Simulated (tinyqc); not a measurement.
Composition and strain of an epitaxial Si(1-x)Ge(x) layer from Raman and X-ray peaks: one step, computed by the program tinyqc.

A (001) layer, biaxially strained in the plane. The Raman peaks follow empirical lines omega = w0 + c1 x + c3 x^3 + b eps (c3 for Si-Ge alone), with eps the in-plane strain.

Question. Raman peaks. Insert x and eps in the three lines; the strain part is b eps.

Inputs (values chosen for the exercise, modelled on silicon-germanium): Ge fraction x = 0.48; Si-Si: w0 = 520.5 1/cm; Si-Si: c1 = -67 1/cm; Si-Si: strain coefficient b = -711 1/cm; Si-Ge: w0 = 400.1 1/cm; Si-Ge: c1 = 24.5 1/cm; Si-Ge: c3 = -36.1 1/cm; Si-Ge: strain coefficient b = -533 1/cm; Ge-Ge: w0 = 280.4 1/cm; Ge-Ge: c1 = 19.9 1/cm; Ge-Ge: strain coefficient b = -455 1/cm.

Substrate: silicon.

in-plane strain eps = -18.42974 per mille

Give: Si-Si peak; Si-Ge peak; Ge-Ge peak; strain parts.

Answer.

Si-Si peak = 501.44 1/cm

Si-Ge peak = 417.69 1/cm

Ge-Ge peak = 298.34 1/cm

strain parts (1/cm): Si-Si 13.104, Si-Ge 9.823, Ge-Ge 8.386

Read as unstrained, the Si-Si peak would give x = 0.284 in place of 0.48.
